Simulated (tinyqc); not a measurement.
Potential-pH (Pourbaix) lines of a metal, its cation, its oxide and an oxyanion, with a complexing ligand: one step, computed by the program tinyqc. Command: `OMP_NUM_THREADS=1 python tinyqc.py 3011724 3011725 out.jsonl pourb walk`. One thread of a shared host (Intel(R) Xeon(R) Processor @ 2.30GHz), about 0.02 s of CPU time with the checks.

Potentials are against the standard hydrogen electrode; solids and water have unit activity; dG_f of M, H+ and the electron is zero; F = e N_A and s = R T ln(10)/F. The cation carries z = 2.

Question. Vertical lines. M2+ + 2e = M; MO + 2H+ + 2e = M + H2O; MO2(2-) + 4H+ + 2e = M + 2H2O. For each, E0 = -dG/(z F), and E = E0 + (s/z) log10 a - (s n_H/z) pH, with no activity term for the oxide. Two oxidised species coexist where their lines against the metal cross: pH1 (cation/oxide) = [E0(oxide) - E0(cation)]/s - (log10 a)/z; pH2 (oxide/oxyanion) = {[E0(oxyanion) - E0(oxide)]/s + (log10 a)/z}/(4/z - 1).

Inputs (values chosen for the exercise, modelled on cobalt): temperature T = 298.15 K; log10 of the dissolved activity a = -6.

Species: M, M2+, MO, MO2(2-).

E0 (V): cation -0.2874530, oxide 0.1137997, oxyanion 0.9607160

s = 0.05915935 V

Give: pH1; pH2; width of the oxide field, pH2 - pH1.

Answer.

pH1 = 9.783

pH2 = 11.32

width of the oxide field, pH2 - pH1 = 1.533

The oxide is stable from pH 9.78 to 11.32; each decade less of dissolved metal narrows this field by 1.00 pH units.
